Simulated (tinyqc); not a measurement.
Conductivity against oxygen pressure: defect equilibria of an oxide against oxygen pressure (mass action). Computed by tinyqc, a small Python program. Command: `OMP_NUM_THREADS=1 python tinyqc.py 3025541 3025542 out.jsonl brouwer walk`. One thread of a shared host (Intel(R) Xeon(R) Processor @ 2.30GHz), about 0.01 s of CPU time with the checks.

Defects: oxygen vacancies V (charge +2), electrons n, holes p, the ionic partner X = V_M'' (charge -2), and the dopant. Activities are taken equal to concentrations.

Inputs (values chosen for the exercise, for a model oxide): reduction enthalpy H_r = 4.9 eV; prefactor K_r0 = 1.4e+68 cm^-9 atm^(1/2); gap E_g = 2.21 eV; prefactor N_c N_v = 1.4e+40 cm^-6; disorder enthalpy H_s = 4.08 eV; prefactor K_s0 = 1.2e+45 cm^-6; dopant density N_d = 9.8e+18 cm^-3; temperature T = 900 K; electron mobility mu_n = 2.8 cm^2/(V s); hole mobility mu_p = 0.57 cm^2/(V s); vacancy diffusion prefactor D_0 = 0.002 cm^2/s; vacancy migration energy E_m = 0.94 eV.

Ionic disorder: Schottky, oxide MO. Dopant (singly charged, fully ionised): donor.

Constants: k_B = 8.617333262e-05 eV/K; e = 1.602176634e-19 C.

Method:
- K_r = K_r0 exp(-H_r/k_B T) = [V] n^2 P^(1/2); K_i = N_c N_v exp(-E_g/k_B T) = n p; K_s = K_s0 exp(-H_s/k_B T) = [X] [V].
- Neutrality: 2 [V] + p + N_d = n + 2 [X]. With n as the unknown, [V] = K_r/(n^2 P^(1/2)), p = K_i/n, [X] = K_s/[V]; the log ratio is ln(positive/negative).
- The root is found by 60 bisections in ln n between n = 1e-10 and 1e25 cm^-3.
- sigma_n = e n mu_n, sigma_p = e p mu_p, sigma_ion = 2 e [V] mu_V with mu_V = 2 e D/(k_B T) and D = D_0 exp(-E_m/k_B T); only the oxygen vacancies carry ionic current, and the ionic transport number is sigma_ion over the total.

K_r = 5.09725e+40 cm^-9 atm^(1/2)

K_i = 5.89756e+27 cm^-6

K_s = 1.70682e+22 cm^-6

Log10 of the conductivities in S/cm:
```
log10 P (atm)   n-type   p-type    ionic    total  ionic transport number
-28            0.64768  -10.265   -8.330  0.64768              1.0531e-09
-24            0.64314  -10.260  -10.321  0.64314              1.0866e-11
-20            0.64309  -10.260  -12.321  0.64309              1.0869e-13
-16            0.64309  -10.260  -14.321  0.64309              1.0869e-15
-12            0.64309  -10.260  -16.321  0.64309              1.0870e-17
-8             0.64281  -10.260  -18.320  0.64281              1.0891e-19
-4             0.61705  -10.234  -20.269  0.61705              1.3012e-21
0              0.15031   -9.767  -21.335  0.15031              3.2701e-22
```

The ionic transport number stays at or below about 1.1e-9: no electrolytic window. The total has no minimum inside this range.

Extremes, crossings and ranges named in words are read from the listed rows.
